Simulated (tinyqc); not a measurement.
MOS capacitor with interface traps: C-V stretch-out, conductance peak and subthreshold swing: one step, computed by the program tinyqc.

Energies at the interface are counted from the valence band. psi > 0 means bending towards depletion, so the surface potential is -psi. Boltzmann statistics, full ionisation, no quantum confinement. Traps are neutral when filled up to E_n, with a sharp (zero-temperature) occupation.

Problem. Conductance peak. v = sqrt(3 k_B T/m) with the majority mass; surface density n_s = N exp(-psi/k_B T); tau = 1/(sigma v n_s); for a continuum of levels G_p/omega = C_it ln(1 + omega^2 tau^2)/(2 omega tau), which peaks at omega tau = 1.98, the frequency 1.98/(2 pi tau); potential fluctuations are left out.

Inputs (values chosen for the exercise, for a model semiconductor): gap E_g = 4.55 eV; electron mass m_e = 0.344 m_0; doping N = 2.2e+15 cm^-3; capture cross-section sigma = 5e-17 cm^2; band bending towards depletion psi = 0.39 V; temperature T = 200 K.

Substrate: n-type. Trap spectrum: flat plus a Gaussian peak.

k_B T = 0.01723467 eV

C_it = 0.07850666 microF/cm^2

Constants: k_B = 1.380649e-23 J/K; m_0 = 9.1093837015e-31 kg.

Give: v; n_s; trap time constant; peak frequency; peak of G_p/omega.

Solution.

v = 1.626e+07 cm/s

n_s = 3.272e+05 cm^-3

trap time constant = 3759 s

peak frequency = 8.383e-05 Hz

peak of G_p/omega = 0.03159 microF/cm^2

Caution: traps deeper than about 24 k_B T and minority carriers reach equilibrium slowly or not at all, so the charges here are limits for very slow sweeps.
